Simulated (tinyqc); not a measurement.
Inside a calculation. Method: RKS/B3LYP (VWN-RPA form) in the 6-31g basis, for H3+, spin multiplicity 1. One step of it, computed by the program tinyqc.

Question. Iteration 2: DIIS coefficients. Solve [B -1; -1 0][c; lambda] = [0; -1] for the coefficients, which sum to one.

B (overlaps of the stored error matrices):
$$\begin{pmatrix}
8.3711849e-02 & -3.5447898e-03 \\
-3.5447898e-03 & 1.5017681e-04
\end{pmatrix}$$

Give: DIIS coefficients.

Answer.

DIIS coefficients: [0.0406, 0.9594]
